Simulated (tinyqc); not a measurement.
Schottky diode by thermionic emission with image-force lowering and series resistance: a Richardson plot.

Metal on an n-type semiconductor with one parabolic valley; V > 0 is forward bias (metal positive). I = I0 [exp(Vj/(n Vt)) - 1] with Vj = V - I Rs; I0 = S A* T^2 exp(-(phi - dphi)/Vt), the lowering dphi taken at zero bias.

A* = 4 pi q me m0 kB^2/h^3 (times 1e-4 for A/(cm^2 K^2)); Nc = 2 (2 pi me m0 kB T/h^2)^1.5 (times 1e-6 for cm^-3); xi = Vt ln(Nc/Nd), Vbi = phi - xi; surface field Em = sqrt(2 q Nd (Vbi - V - Vt)/(eps0 eps_r)); dphi = sqrt(q Em/(4 pi eps0 eps_r)). Here V = 0 in Em; phi is held fixed.

Inputs (values chosen for the exercise); band and dielectric values close to those of indium phosphide:
- me = 0.0813 m0 (electron mass)
- eps_r = 12.7 (relative permittivity)
- phi = 0.98 eV (barrier height seen from the metal)
- Nd = 5e15 cm^-3 (donor density)
- S = 0.0044 cm^2 (area)

Constants: q = 1.602176634e-19 C, kB = 1.380649e-23 J/K, h = 6.62607015e-34 J s, m0 = 9.1093837015e-31 kg, Vt = kB T/q, eps0 = 8.8541878128e-14 F/cm where lengths are in cm. Results are converted to the units shown.

Result of one run:

| dphi (meV) | I0 (A) | ln(I0/(S T^2)) | 1/Vt (1/V) |
|---|---|---|---|
| 19.358 | 5.4190e-9 | -25.590 | 29.011 |

Which temperature T gave this result: 240, 280, 320 or 400 K?

T = 400 K.

The whole series:

| T (K) | dphi (meV) | I0 (A) | ln(I0/(S T^2)) | 1/Vt (1/V) |
|---|---|---|---|---|
| 200 | 20.101 | 1.1143e-21 | -53.417 | 58.023 |
| 240 | 19.968 | 1.7139e-17 | -44.140 | 48.352 |
| 280 | 19.827 | 1.7592e-14 | -37.515 | 41.445 |
| 320 | 19.678 | 3.3056e-12 | -32.546 | 36.264 |
| 360 | 19.522 | 1.9946e-10 | -28.681 | 32.235 |
| 400 | 19.358 | 5.4190e-9 | -25.590 | 29.011 |
| 450 | 19.143 | 1.5089e-7 | -22.499 | 25.788 |

I0 grows by 14.1 decades. The line through the end rows has the slope -0.9591 eV and the intercept ln(9.35 A/(cm^2 K^2)), against phi = 0.98 eV and A* = 9.77. The difference comes from the lowering: dphi falls from 20.1 to 19.1 meV.

tinyqc, about 0.01 s, one thread, Intel Xeon 2.30GHz (shared host): `OMP_NUM_THREADS=1 python tinyqc.py 2640151 2640152 out.jsonl`
